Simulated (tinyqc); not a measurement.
Carrier lifetime from Shockley-Read-Hall, radiative, Auger and surface recombination: one step, computed by the program tinyqc. Command: `OMP_NUM_THREADS=1 python tinyqc.py 3026439 3026440 out.jsonl lifetime walk`. One thread of a shared host (Intel(R) Xeon(R) Processor @ 2.30GHz), about 0.02 s of CPU time with the checks.

Energies are counted from the top of the valence band. Boltzmann statistics, full ionisation, and equal excess densities of electrons and holes.

Task: Surface lifetime. The slowest diffusion mode has x tan x = S W/(2 D) with 0 < x < pi/2 (bisection), and tau_s = W^2/(4 x^2 D). The common approximation is W/(2 S) + W^2/(pi^2 D).

Inputs (values chosen for the exercise, with bands modelled on germanium): diffusion coefficient D = 36 cm^2/s; surface velocity S = 310 cm/s; thickness W = 100 micrometre.

Doping: p-type. Surface term: two equal surfaces.

Give: x; tau_s; approximate tau_s.

Result:

x = 0.2060

tau_s = 1.636e-05 s

approximate tau_s = 1.641e-05 s

The approximation is off by 0.30 %. Recombination at the surfaces limits: tau_s is close to W/2S.
